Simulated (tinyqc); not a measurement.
Atomic layer deposition: Langmuir saturation, growth per cycle and coating of deep features: one step, computed by the program tinyqc. Command: `OMP_NUM_THREADS=1 python tinyqc.py 3016148 3016149 out.jsonl ald walk`. One thread of a shared host (Intel(R) Xeon(R) Processor @ 2.30GHz), about 0.02 s of CPU time with the checks.

Precursor A sticks only on free sites, so a long enough pulse saturates; co-reactant B then frees the sites again.

Question. The first four cycles. One cycle from coverage th0: pulse A gives th1 = th_s + (th0 - th_s) exp(-(k_a + k_d) t), th_s = k_a/(k_a + k_d); the purge leaves th2 = th1 exp(-k_d t_p); pulse B converts c_B th2 into film and leaves th3 = (1 - c_B) th2. Growth = G c_B th2. Start from th0 = 0.

Inputs (values chosen for the exercise, modelled on zinc oxide from diethylzinc and water):

| quantity | value | unit |
|---|---|---|
| growth per cycle at saturation G | 1.8 | angstrom |
| temperature T | 175 | C |
| pulse time t | 0.056 | s |
| co-reactant completion per pulse c_B | 0.99 | - |
| purge time t_p | 19 | s |

k_a = 56.54907 1/s

k_d = 2.706532e-07 1/s

Give: Cycles.

Answer.

Cycles:

| cycle | th0 | th1 | th2 | th3 | growth (angstrom) |
|---|---|---|---|---|---|
| 1 | 0.000000 | 0.9579 | 0.9579 | 0.009579 | 1.707 |
| 2 | 0.009579 | 0.9583 | 0.9583 | 0.009583 | 1.708 |
| 3 | 0.009583 | 0.9583 | 0.9583 | 0.009583 | 1.708 |
| 4 | 0.009583 | 0.9583 | 0.9583 | 0.009583 | 1.708 |
